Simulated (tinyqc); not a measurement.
Worked calculation: plane-wave Kohn-Sham cycle with exchange-only LDA in a layered model solid. One step of it, computed by the program tinyqc.

Task: Iteration 2: levels at that k. Diagonalise the Hermitian matrix.

H (hartree), order -3, -2, -1, +0, +1, +2, +3:
```
[[0.599783, -0.043540, -0.056302, -0.001816, -0.000679, 0.000285, 0.000299],
 [-0.043540, 0.183625, -0.043540, -0.056302, -0.001816, -0.000679, 0.000285],
 [-0.056302, -0.043540, -0.066070, -0.043540, -0.056302, -0.001816, -0.000679],
 [-0.001816, -0.056302, -0.043540, -0.149301, -0.043540, -0.056302, -0.001816],
 [-0.000679, -0.001816, -0.056302, -0.043540, -0.066070, -0.043540, -0.056302],
 [0.000285, -0.000679, -0.001816, -0.056302, -0.043540, 0.183625, -0.043540],
 [0.000299, 0.000285, -0.000679, -0.001816, -0.056302, -0.043540, 0.599783]]
```

Give: eigenvalues.

Result:

eigenvalues (hartree): [-0.2218, -0.0760, -0.0248, 0.1905, 0.2009, 0.6083, 0.6084]
